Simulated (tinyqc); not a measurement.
Electron density from the centroid.

Inverse problem. In the Fang-Howard model the centroid is 3/b with b^3 = 6 (mz1/C) q (Nd + 11 Ns/32)/(eps0 eps_r), C = hbar^2/(2 m0), the field in eV/nm. Find b and Ns.

Values chosen for this exercise; masses and permittivity close to those of silicon (111):
- eps_r = 11.6 (relative permittivity)
- mz1 = 0.255 m0 (mass along z of valley set A (6 valley(s)))
- Nd = 1.1e11 cm^-2 (sheet density of depletion charge)

Constants: q = 1.602176634e-19 C, hbar = 1.054571817e-34 J s, m0 = 9.1093837015e-31 kg, eps0 = 8.8541878128e-14 F/cm where lengths are in cm, hbar^2/(2 m0) = 0.0380998212 eV nm^2. Results are converted to the units shown.

centroid = 3.0498294 nm

Answer. b = 3/centroid gives Nd + 11 Ns/32, from which the depletion charge is taken off.

b = 0.984 1/nm
Ns = 4.10e12 cm^-2

Numbers from tinyqc (`OMP_NUM_THREADS=1 python tinyqc.py 2160142 2160143 out.jsonl`; about 0.7 s on one thread of a shared Intel Xeon 2.30GHz).
